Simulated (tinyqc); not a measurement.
Quaternary alloy A(x)B(1-x)C(y)D(1-y) matched to a substrate, step by step. Values are carried at full precision from step to step, so a last printed digit may differ when a step is redone from the rounded ones.

Matching a(x,y) = a_s gives x = (a_s - y a_BC - (1 - y) a_BD)/(y (a_AC - a_BC) + (1 - y)(a_AD - a_BD)).
Constants: hc = 1239.841984 eV nm.

Parameters, chosen for this exercise (AC, AD, BC, BD near GaAs, GaSb, InAs and InSb; substrate near InP; the results hold for these values, not for the real material):

| symbol | value | unit | meaning |
|---|---|---|---|
| a | (5.645, 6.097, 6.052, 6.482) | angstrom | lattice constants of AC, AD, BC, BD |
| a_s | 5.87 | angstrom | substrate |
| y | 0.64 |  | fraction of C |
| Eg | (1.523, 0.803, 0.415, 0.236) | eV | gaps at Gamma of AC, AD, BC, BD |
| Cb | (0.468, 0.471, 1.222, 0.621) | eV | bowing of ABC, ABD, ACD, BCD |
| dx | -0.014 |  | error of x in growth |

## The matched composition

Give numerator, denominator and x.

numerator = -0.33680 angstrom
denominator = -0.39908 angstrom
x = 0.8439

## The gap by rule 1

Q(x,y) = x y Q_AC + x (1 - y) Q_AD + (1 - x) y Q_BC + (1 - x)(1 - y) Q_BD for the lattice constant. Gap, rule 1: Q(x,y) - x (1 - x)[y C_ABC + (1 - y) C_ABD] - y (1 - y)[x C_ACD + (1 - x) C_BCD]. Rule 2 (mean of ternaries): {x (1 - x)[y T_ABC(x) + (1 - y) T_ABD(x)] + y (1 - y)[x T_ACD(y) + (1 - x) T_BCD(y)]}/{x (1 - x) + y (1 - y)}, T_ABC(x) = x E_AC + (1 - x) E_BC - C_ABC x (1 - x), T_ACD(y) = y E_AC + (1 - y) E_AD - C_ACD y (1 - y), and alike. Only the Gamma valley is followed.

Give the four weights, the bilinear part, the two bowing terms, the gap and hc/gap.

weights of AC, AD, BC, BD: 0.5401  0.3038  0.0999  0.0562

bilinear part = 1.1213 eV

bowing terms (eV): 0.0618  0.2599

gap = 0.7996 eV
wavelength = 1551 nm

## The gap by rule 2

Give the four ternary gaps and their weighted mean.

T_ABC, T_ABD, T_ACD, T_BCD (eV): 1.2884  0.6525  0.9823  0.2075

gap = 0.9334 eV

Rule 2 lies 134 meV above rule 1: it averages the two bowing terms where rule 1 adds them. Both agree on the ternary edges.

## An error in composition

Replace x by x + dx; mismatch (a_s - a)/a and change of the relaxed gap by rule 1.

a = 5.8756 angstrom
mismatch = -0.095 %
change of the gap = -15.3 meV

The layer would be under compression; the strain shift of the gap is not included.

## Checks

- Lattice constant at the matched composition against a_s (angstrom): both 5.8700.
- Rule 2 as a mean of ternaries against its form with averaged bowing (eV): both 0.9334.

Run: tinyqc, `OMP_NUM_THREADS=1 python tinyqc.py 1080086 1080087 out.jsonl`; Intel(R) Xeon(R) Processor @ 2.30GHz, one thread, shared host; about 0.01 s of CPU time with all checks.
